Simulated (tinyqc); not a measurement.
# Koster-Slater impurity in a tight-binding band, by Green functions and by supercells, step by step

A worked calculation. Computed by tinyqc, a small Python program that keeps every step. Command: `OMP_NUM_THREADS=1 python tinyqc.py 3007121 3007122 out.jsonl kosterslater walk`. One thread of a shared host (Intel(R) Xeon(R) Processor @ 2.30GHz), about 0.03 s of CPU time with the checks. Intermediate numbers are printed to about 6 digits and carried at full precision; extremes and crossings named in words are read from the listed rows.

One orbital per site, e(k) = -2 t sum cos(k_i) over 2 direction(s), band from -4 t to 4 t, lattice constant 1. One site has the extra energy U. Spin is left out.

Inputs (values chosen for the exercise, for a model band):
```
quantity,value,unit
hopping t,0.71,eV
impurity potential U,-4.3,eV
supercell edge N,4,sites
energy inside the band E,-1.69,eV
broadening eta,0.071,eV
impurity concentration c,0.01,per site
```

Lattice: square.

Constants: hbar = 6.582119569e-16 eV s.

## The host Green function outside the band

Outside the band G0(E) = (2/(pi E)) K(m), m = 16 t^2/E^2, K the complete elliptic integral with parameter m. A bound state solves 1/U = G0(E). Energies: 0.05, 0.2, 0.5, 1, 2, 4 and 8 t beyond the band edge on the side of U, rounded to four digits.

Scan on the side of U:
```
E (eV),G0 (1/eV),1/U - G0 (1/eV)
-2.875,-0.722042,0.489484
-2.982,-0.557723,0.325165
-3.195,-0.445402,0.212843
-3.550,-0.357817,0.125259
-4.260,-0.270439,0.037881
-5.680,-0.188940,-0.043618
-8.520,-0.120852,-0.111706
```

G0 diverges at the band edge, so any U binds a state, exponentially weakly when U is small.

## The bound state

Bisection in ln(distance from the edge) between 1e-5 t and |U| + t. Weight on the impurity site: -1/(U^2 dG0/dE), by a central difference with step min(1e-4 t, distance/30). Decay length along an axis: 1/arccosh(1 + distance/(2 t)).

level E_b = -4.78027 eV

distance from the band edge = 1.94027 eV

weight on the impurity site = 0.883731

decay length = 0.663773 sites

The state is compact: most of it sits on the impurity.

## Green function inside the band

Inside the band G0(z), z = E + i eta, comes from the chain form 1/(sqrt(y - 2t) sqrt(y + 2t)) (principal roots) at y = z + 2 t cos k, averaged over k in (0, pi) with 200 Gauss-Legendre points.

G0(E + i eta) = -0.383189-0.444428i 1/eV

## Scattering

T = U/(1 - U G0); phase shift delta = -arg(1 - U G0) in (-pi, pi]; host density of states -Im G0/pi; on the impurity -Im[G0/(1 - U G0)]/pi; lifetime of a band state hbar/(-2 c Im T).

T matrix = 0.68405-2.01824i eV

phase shift delta = 1.89758 rad

host density of states = 0.141466 1/eV

density of states on the impurity = 0.0347445 1/eV

scattering lifetime = 16.3066 fs

The Born approximation would take Im T = U^2 Im G0 = -8.22 eV, 4.07 times the full value.

## The level in the supercell

In a periodic cell of N sites along each direction with Bloch vector K, the level solves 1/U = N^-d sum_k 1/(E - e(k)), k_i = (2 pi m_i + K_i)/N, m_i = 0..N-1; the outermost root on the side of U is taken (bisection). d is the number of directions. Gamma means K_i = 0, the zone corner K_i = pi, the quarter point K_i = pi/2. The error is measured against the isolated level E_b.

level at Gamma = -4.79666 eV

level at the corner = -4.76447 eV

level at the quarter point = -4.78024 eV

error at Gamma = -0.0163913 eV

width between Gamma and the corner = 0.0321836 eV

Images turn the level into a band 0.0322 eV wide; the quarter point misses the isolated level by 2.7e-5 eV, far less than Gamma, because the leading hopping between images averages out there.

## Convergence with cell size

Even N; errors against the isolated level E_b, set to 0 below 1e-6 t.

Error of the level (eV):
```
N,sites,Gamma,corner,quarter point
2,4,-4.29020e-01,4.80266e-01,1.57923e-02
4,16,-1.63913e-02,1.57923e-02,2.65424e-05
6,36,-6.38739e-04,6.28940e-04,0
8,64,-2.66533e-05,2.65424e-05,0
12,144,0,0,0
16,256,0,0,0
```

The error at Gamma falls exponentially, between the last two resolved rows by exp(-1.588) per site against 1/(decay length) = 1.507; the rest is the power-law prefactor of the Green function. Gamma and the corner err in opposite directions. Among the sizes listed an error below 1 meV is first reached at N = 6 at Gamma; at the quarter point N = 4 is enough.

## Phase shift across the band

delta/pi = -arg(1 - U G0)/pi counts the states added below E (Friedel); host DOS = -Im G0/pi, DOS on the impurity = -Im[G0/(1 - U G0)]/pi; 13 evenly spaced energies from -(band edge + |U| + 2t) to +(band edge + |U| + 2t).

Across the spectrum:
```
E (eV),Re G0 (1/eV),host DOS (1/eV),DOS on the impurity (1/eV),delta/pi
-8.56000,-0.120243,0.000337,0.0014439,0.002999
-7.13333,-0.146281,0.000506,0.0036763,0.005866
-5.70667,-0.187875,0.000862,0.0232672,0.019270
-4.28000,-0.268547,0.001935,0.0785579,0.946736
-2.85333,-0.641307,0.051399,0.0143922,0.880242
-1.42667,-0.368055,0.152512,0.0332695,0.587727
0.00000,0.000000,0.362083,0.0145269,0.435808
1.42667,0.368055,0.152512,0.0139731,0.214336
2.85333,0.641307,0.051399,0.0035201,0.058162
4.28000,0.268547,0.001935,0.0004167,0.003861
5.70667,0.187875,0.000862,0.0002638,0.002051
7.13333,0.146281,0.000506,0.0001907,0.001336
8.56000,0.120243,0.000337,0.0001463,0.000955
```

delta/pi starts and ends near zero (+0.003 and +0.001): the impurity moves states but creates none. delta/pi rises at the bound state below the band (-4.780 eV), reaches 0.95 among these rows (1 in the limit of small eta, just above the level) and is paid back by the top of the band.

Checks made by the program: G0 at the level by a direct sum over directions (relative difference below 1e-10).
